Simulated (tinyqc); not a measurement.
# From quenching temperature T_1/2 back to displacement dQ

Model: configuration-coordinate model of a defect: Huang-Rhys factor and luminescence line shape. Computed by tinyqc, a small Python program. Command: `OMP_NUM_THREADS=1 python tinyqc.py 3022113 3022114 out.jsonl ccline inv`. One thread of a shared host (Intel(R) Xeon(R) Processor @ 2.30GHz), about 0.09 s of CPU time with the checks.

Ground state E_g(Q) = (1/2) omega_g^2 Q^2; excited state E_e(Q) = E_0 + (1/2) omega_e^2 (Q - dQ)^2 with omega_e = omega_g and E_0 = E_ZPL. Q is mass-weighted; the dipole does not depend on Q (Condon approximation).

Inputs (values chosen for the exercise, for a model defect):

| quantity | value | unit |
|---|---|---|
| zero-phonon energy E_ZPL | 1.23 | eV |
| ground-state phonon hbar omega_g | 34.4 | meV |
| temperature T | 300 | K |
| refractive index n_r | 3.35 | - |
| transition dipole mu | 1.7 | e angstrom |
| quenching prefactor nu_0 | 8e+12 | 1/s |

Modes: equal frequencies in both states.

Constants: hbar^2/u = 4.18015928e-03 eV angstrom^2; hbar = 6.582119569e-16 eV s; e = 1.602176634e-19 C; eps_0 = 8.8541878128e-12 F/m; hbar = 1.054571817e-34 J s; c = 299792458 m/s; k_B = 8.617333262e-05 eV/K.

Method. S = hbar omega dQ^2/(2 hbar^2/u) for each state; relaxation energy S hbar omega; absorption at E_0 + S_e hbar omega_e, emission at E_0 - S_g hbar omega_g; the Stokes shift is their difference. The curves cross at the root Q_c nearest dQ; the barrier is (1/2) omega_e^2 (Q_c - dQ)^2, with (1/2) omega^2 = (hbar omega)^2/(2 hbar^2/u). k_r = n_r omega^3 mu^2/(3 pi eps_0 hbar c^3) at the vertical emission energy, without local-field correction; k_nr = nu_0 exp(-barrier/k_B T) (Mott-Seitz); yield = k_r/(k_r + k_nr); T_1/2 = barrier/(k_B ln(nu_0/k_r)).

Question. A run gave the result below. Find the displacement dQ, known to lie between 0.76 and 1.3 u^(1/2) angstrom.

quenching temperature T_1/2 = 1766.52 K

Answer.

Each step takes the trial c = (a f_b - b f_a)/(f_b - f_a), f being the result less the target and a, b, c the logarithms of the listed values; c replaces end b, the old b replaces a if the sign of f changed, and otherwise f_a is halved.

Scan of the range:

| displacement dQ (u^(1/2) angstrom) | quenching temperature T_1/2 (K) |
|---|---|
| 0.760 | 3939.53 |
| 0.831 | 3192.67 |
| 0.909 | 2567.42 |
| 0.994 | 2049.00 |
| 1.090 | 1606.06 |
| 1.190 | 1257.20 |
| 1.300 | 966.48 |

False position (Illinois rule, in the logarithm of the input) inside the bracket:

| step | end a | end b | trial | quenching temperature T_1/2 (K) |
|---|---|---|---|---|
| 1 | 0.99400 | 1.09000 | 1.05420 | 1756.76 |
| 2 | 0.99400 | 1.05420 | 1.05020 | 1774.59 |
| 3 | 1.05420 | 1.05020 | 1.05200 | 1766.50 |
| 4 | 1.05020 | 1.05200 | 1.05200 | 1766.52 |
| 5 | 1.05020 | 1.05200 | 1.05200 | 1766.52 |
| 6 | 1.05200 | 1.05200 | 1.05200 | 1766.52 |

Quenching temperature T_1/2 falls at every point of a 13-point scan of the range (every second point is shown), so one value fits; it is bracketed by 0.994 and 1.09. Answer: displacement dQ = 1.052 u^(1/2) angstrom.

Caution: the curves cross far outside the range of the harmonic model, so the barrier and T_1/2 have no quantitative meaning.
